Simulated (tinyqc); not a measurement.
Stress and current directions compared.

A cubic crystal with three pairs of conduction valleys along x, y and z; non-degenerate electrons, one relaxation time, masses unchanged. Stress s_ij = X a_i a_j with a the unit vector along the stress; strain e_ii = s11 s_ii + s12 (s_jj + s_kk), e_ij = s44 s_ij/2. Valley shift dE = Xu (n.e.n - trace(e)/3) with n the valley axis; share f proportional to exp(-dE/Vt). Inverse mass along the current d: (n.d)^2/ml + (1 - (n.d)^2)/mt; mu/mu0 = sum f (1/m) over the plain mean of 1/m. Rows: direction of the stress, of size |X|; columns: direction of the current and sign.

Inputs (values chosen for the exercise); values close to those of silicon:
```
symbol,value,unit,meaning
T,300,K,temperature
s11,7.89,1/TPa,compliance
s12,-2.09,1/TPa,compliance
s44,12.3,1/TPa,compliance
Xu,8.79,eV,shear deformation potential
ml,0.934,m0,longitudinal mass
mt,0.185,m0,transverse mass
X,-570,MPa,uniaxial stress (tension positive)
```

Constants: q = 1.602176634e-19 C, kB = 1.380649e-23 J/K, Vt = kB T/q. Results are converted to the units shown.

mu/mu0:

|  | I [100], tension | I [100], compression | I [110], tension | I [110], compression |
|---|---|---|---|---|
| [100] | 1.291 | 0.5158 | 1.073 | 0.8789 |
| [110] | 1.128 | 0.9050 | 1.128 | 0.9050 |
| [001] | 0.8545 | 1.242 | 0.8545 | 1.242 |
| [111] | 1.000 | 1.000 | 1.000 | 1.000 |

What do the numbers show?

The largest gain, 1.29, is for stress along [100], tension, current along [100]; the largest loss, 0.516, for [100], compression, current along [100]. Entries equal to one are cases in which the valleys are not split or have equal mass along the current.

Numbers from tinyqc (`OMP_NUM_THREADS=1 python tinyqc.py 2530089 2530090 out.jsonl`; about 0.01 s on one thread of a shared Intel Xeon 2.30GHz).
